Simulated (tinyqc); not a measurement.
# Surface segregation during layer-by-layer epitaxy: two-layer exchange kinetics and the shape of quantum wells and delta layers, step by step

A worked calculation. Computed by tinyqc, a small Python program that keeps every step. Command: `OMP_NUM_THREADS=1 python tinyqc.py 3021222 3021223 out.jsonl mbeseg walk`. One thread of a shared host (Intel(R) Xeon(R) Processor @ 2.30GHz), about 0.01 s of CPU time with the checks. Intermediate numbers are printed to about 6 digits and carried at full precision; extremes and crossings named in words are read from the listed rows.

Atoms A and B exchange only between the growing layer and the one below it. B is supplied for N layers, then pure A follows.

Inputs (values chosen for the exercise, close to those used for antimony in silicon):
```
quantity                                   value      unit
barrier E1 for B to move up                 1.84        eV
segregation energy E_s                      0.58        eV
attempt frequency nu                           1       THz
growth rate G                               0.31  layers/s
share x0 of B in the flux during the well  0.033         -
layers in the well N                           2         -
layer thickness                             1.36  angstrom
temperature T                                430         C
```

Constants: k_B = 8.617333262e-05 eV/K.

## Exchange rates

p1 = nu exp(-E1/(k_B T)) (B up, A down), p2 = nu exp(-(E1 + E_s)/(k_B T)) (B down); time per layer tau = 1/G; K = p1/p2. Temperatures in kelvin are T(C) + 273.15. Dilute equilibrium share passed up per layer R_eq = K/(1 + K).

p1 = 0.0648529 1/s

p2 = 4.51669e-06 1/s

p1 tau = 0.209203

K = 14358.5

R_eq = 0.999930

Exchange is slow against growth: segregation is kinetically frozen.

## The second layer

Each layer is deposited complete with B share x_dep and then exchanges for the time tau = 1/G with the layer below, whose share is b (total c = s + b fixed): ds/dt = p1 b (1 - s) - p2 s (1 - b), s(0) = x_dep. With the roots s1 < s2 of the right side, (s - s1)/(s - s2) = [(s(0) - s1)/(s(0) - s2)] exp(-(p1 - p2)(s2 - s1) tau). The lower layer is then buried with c - s, and s becomes the b of the next layer. Layer 1 is deposited on pure A with share x0; with nothing to lift from below, take b = 0 and s(0) = x0 for it. Then layer 2 has x_dep = x0.

share in layer 1 after its exchange = 0.0329996

root s1 for layer 2 = 0.0659946

root s2 for layer 2 = 1.00014

share in layer 2 after its exchange = 0.0390258

share buried in layer 1 = 0.0269738

## Buried profile

In the dilute tail each layer passes up the share R = R_eq (1 - exp(-(p1 + p2) tau)); decay length = -layer thickness/ln R. Index 0 is the last layer of pure A below the well. Share of B outside the intended layers 1..N = 1 - (sum over 1..N)/(N x0).

Share of B:
```
layer  intended     buried
0         0.000  0.0000004
1         0.033  0.0269738
2         0.033  0.0316842
3         0.000  0.0059567
4         0.000  0.0011236
5         0.000  0.0002121
6         0.000  0.0000400
7         0.000  0.0000076
8         0.000  0.0000014
12        0.000  0.0000000
17        0.000  0.0000000
27        0.000  0.0000000
```

share passed up R = 0.188768

decay length = 0.815721 angstrom

peak share (largest buried share) = 0.0316842

share of B outside the well = 0.111243

The peak reaches 96 % of x0. B is missing at the lower interface and trails into the cap. Caution: a decay length below one layer thickness is only formal. Caution: two-layer exchange with complete layers is a simplification that can understate segregation at low temperature; desorption, step-edge exchange and surfactants are left out.

## Kinetic against equilibrium segregation over temperature

R_eq = K/(1 + K).

Segregation:
```
T (C)       p1 tau      R_eq            R  decay length (angstrom)   peak share
310    4.04334e-04  0.999990  4.04252e-04              1.74058e-01  3.29996e-02
350    4.24114e-03  0.999980  4.23216e-03              2.48854e-01  3.29948e-02
390    3.35033e-02  0.999961  3.29482e-02              3.98498e-01  3.29301e-02
430    2.09203e-01  0.999930  1.88768e-01              8.15721e-01  3.16842e-02
470    1.07254e+00  0.999883  6.57829e-01              3.24729e+00  1.89419e-02
510    4.65318e+00  0.999815  9.90294e-01              1.39433e+02  8.05021e-04
550    1.75043e+01  0.999719  9.99719e-01              4.83773e+03  1.98589e-05
590    5.82382e+01  0.999590  9.99590e-01              3.31241e+03  2.89978e-05
```

The decay length peaks at 550 C among these rows: below, exchange is too slow; above, equilibrium rules and K = exp(E_s/(k_B T)) falls. p1 tau passes 1 between 430 and 470 C, below which sharp interfaces can be grown. Caution: decay lengths below one layer thickness are only formal.

Checks made by the program: closed form against integration of the exchange equation (relative difference below 1e-10); conservation of B (relative difference below 1e-10).
